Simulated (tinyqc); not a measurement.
All approximations against the coupling: Froehlich polaron in a polar crystal. Computed by tinyqc, a small Python program. Command: `OMP_NUM_THREADS=1 python tinyqc.py 3019073 3019074 out.jsonl frohlich walk`. One thread of a shared host (Intel(R) Xeon(R) Processor @ 2.30GHz), about 0.06 s of CPU time with the checks.

One electron in a parabolic band of mass m*, coupled to dispersionless LO phonons in the continuum model. Energies are in units of hbar omega unless marked, wave numbers in k_0 = sqrt(2 m* omega/hbar).

Inputs (values chosen for the exercise, modelled on gallium arsenide): band mass m* = 0.0654 m_0; LO phonon energy hbar omega = 37 meV; eps_inf = 10.8; static dielectric constant eps_s = 13.1; electron wave number k/k_0 = 0.17.

Constants: hbar^2/(2 m_0) = 3.80998212 eV angstrom^2; e^2/(4 pi eps_0) = 14.39964548 eV angstrom.

Method:
- 1/eps* = 1/eps_inf - 1/eps_s; k_0 = sqrt(2 m* omega/hbar) = sqrt(m* hbar omega / (hbar^2/(2 m_0))) with m* in m_0; alpha = (e^2/(4 pi eps_0)) k_0/(2 eps* hbar omega); polaron length 1/k_0.
- Feynman's bound: E(v, w) = 3 (v - w)^2/(4 v) - (alpha v/sqrt(pi)) int_0^infinity e^-u D(u)^(-1/2) du, D = w^2 u + ((v^2 - w^2)/v)(1 - e^(-v u)); integrals by 80 Gauss-Legendre points in s from 0 to 1 with u = 40 s^2.
- Minimise over v > w > 0 (simplex search); mass m_p/m* = 1 + (alpha v^3/(3 sqrt(pi))) int u^2 e^-u D^(-3/2) du.
- Other columns: second order -alpha; Landau-Pekar Gaussian -alpha^2/(3 pi); Lee-Low-Pines mass 1 + alpha/6. The polaron energy in meV uses the given hbar omega.

coupling constant alpha = 0.0797225

Energies (hbar omega) and masses (m*):
```
alpha  second order     Gaussian    Feynman  Feynman (meV)  mass, LLP  mass, Feynman     v     w
0.02          -0.02  -4.2441e-05  -0.020005       -0.74018     1.0033          1.003     3     3
0.04          -0.04  -1.6977e-04  -0.040020        -1.4807     1.0067          1.007     3     3
0.08          -0.08  -6.7906e-04  -0.080079        -2.9629     1.0133          1.013  3.01  2.99
0.13          -0.13   -0.0017931   -0.13021        -4.8178     1.0217          1.022  3.01  2.98
3.2            -3.2      -1.0865    -3.3540        -124.10     1.5333          1.999  3.46  2.52
6.2            -6.2      -4.0786    -6.9790        -258.22     2.0333          7.836  4.85  1.82
9.2            -9.2      -8.9806    -11.870        -439.17     2.5333             71  10.3  1.26
12              -12      -15.279    -18.143        -671.31          3          281.6  18.6  1.13
```

What does the comparison show, and why?

All three energies are upper bounds (-alpha through the Lee-Low-Pines state), and the Feynman value is the lowest in every row. It lies within 5 % of -alpha up to alpha = 3.2; at alpha = 12 it is 1.19 times the Gaussian value, whose alpha^2 law it approaches with a constant shift of about -3 ln 2 - 3/4 = -2.83 (here -2.86). The mass stays within 10 % of 1 + alpha/6 up to alpha = 0.13 and reaches 282 m* in the last row; w falls from 3.00 towards 1 while v grows to 18.6.

Extremes, crossings and ranges named in words are read from the listed rows.
